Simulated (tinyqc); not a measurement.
## Gate sheet resistance from two finger widths

Inverse problem. At low frequency R = Rsh Wf/(3 L) + B/Wf, where B collects the channel and vertical terms. Find Rsh, B and the width of lowest R.

Parameters, values chosen for the exercise: channel length L = 0.23 um.

input resistance of single fingers, contacted at one end, of width 1.1 and 9.2 um (ohm): 410.34256  509.05797

Solution. R Wf is a straight line in Wf^2; the minimum of R lies where both terms are equal.

Rsh = 35.0 ohm/square
B = 390 ohm um
width of lowest R = 2.77 um

Numbers from tinyqc (`OMP_NUM_THREADS=1 python tinyqc.py 2262165 2262166 out.jsonl`; about 0.01 s on one thread of a shared Intel Xeon 2.30GHz).
